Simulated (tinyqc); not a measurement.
Speciation in dilute and buffered hydrofluoric acid, oxide etch rate and bath loading: one step, computed by the program tinyqc.

Concentrations stand for activities, NH4+ and Cl- are spectators, and water ionisation is neglected. H, F and HF2 denote the ions H+, F- and HF2-. The base temperature is 298 K.

Problem. Etch rate. Rate = k_a ([HF] + 2 [H2F2]) + k_b [HF2], an empirical two-term form. Time = oxide/rate; a temperature error changes the rate by exp((E_a/k_B)(1/298 - 1/(298 + error))) - 1.

Inputs (values chosen for the exercise, of the order of those for thermal oxide at room temperature):

| quantity | value | unit |
|---|---|---|
| rate constant of neutral HF k_a | 10 | nm L/(min mol) |
| rate constant of HF2 k_b | 61 | nm L/(min mol) |
| activation energy | 0.42 | eV |
| temperature error | 0.25 | K |
| oxide removed per wafer | 2.2 | nm |

[HF] = 0.02466210 mol/L

[H2F2] = 0.001703014 mol/L

[HF2] = 4.380944e-04 mol/L

Constants: k_B = 8.617333262e-05 eV/K.

Give: etch rate; share of HF2 in the rate; etch time; rate change from the temperature error.

Solution.

etch rate = 0.3074 nm/min

share of HF2 in the rate = 8.693 %

etch time = 429.4 s

rate change from the temperature error = 1.380 %
